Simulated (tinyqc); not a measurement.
Lossy on-chip transmission line with skin effect: two steps of the calculation.

A uniform line in a homogeneous dielectric: c = sqrt(er)/(c0 Z0), l = Z0 sqrt(er)/c0 (c0 = 299792458 m/s), g = w c td, w = 2 pi f. The resistance joins its limits as r = sqrt(r_dc^2 + r_hf^2), with r_dc = rho/(wd th), r_hf = kr rho/(2 delta (wd + th)), delta = sqrt(rho/(pi f mu0)), mu0 = 4 pi 1e-7 H/m; this is an interpolation, and internal inductance, up to 0.05 nH/mm at low frequency, is neglected.

Values chosen for this exercise:
- wd = 4.2 um (width of the strip)
- th = 0.68 um (thickness of the strip)
- rho = 2.9 uohm cm (resistivity)
- er = 3 (relative permittivity)
- td = 0 (loss tangent)
- Z0 = 50 ohm (lossless impedance sqrt(l/c))
- kr = 1.2 (factor for crowding and the return path)
- Rg = 50 ohm (source resistance)
- RL = 100 ohm (load resistance)
- CL = 20 fF (load capacitance)
- f = 0.69 GHz (frequency)

Problem 1. Line constants. delta, r_dc, r_hf, r, l, c and g as defined.

Find: delta; r_dc; r_hf; r; l; c; g.

Solution 1.

delta = 3.263 um
r_dc = 10.15 ohm/mm
r_hf = 1.093 ohm/mm
r = 10.21 ohm/mm
l = 0.2889 nH/mm
c = 115.5 pF/m
g = 0 S/m

r is 1.01 times r_dc; the skin depth is 4.80 of the thickness.

Problem 2. Reflection, input impedance and transfer. ZL = 1/(1/RL + i w CL); reflection (ZL - Zc)/(ZL + Zc); Zin = Zc (ZL + Zc tanh(gamma len))/(Zc + ZL tanh(gamma len)); H = V_load/V_source = [Zin/(Zin + Rg)]/[cosh(gamma len) + (Zc/ZL) sinh(gamma len)].

gamma len = 0.037109632+0.041938396i
Zc = 107.32931-94.97147i ohm

Find: ZL; reflection at the load; Zin; H; |H|.

Solution 2.

ZL = 99.99-0.87i ohm
reflection at the load = -0.2020+0.3605i
Zin = 107.8-4.1i ohm
H = 0.6329-0.0147i
|H| = -3.971 dB

tinyqc, about 0.01 s, one thread, Intel Xeon 2.30GHz (shared host): `OMP_NUM_THREADS=1 python tinyqc.py 2810192 2810193 out.jsonl`
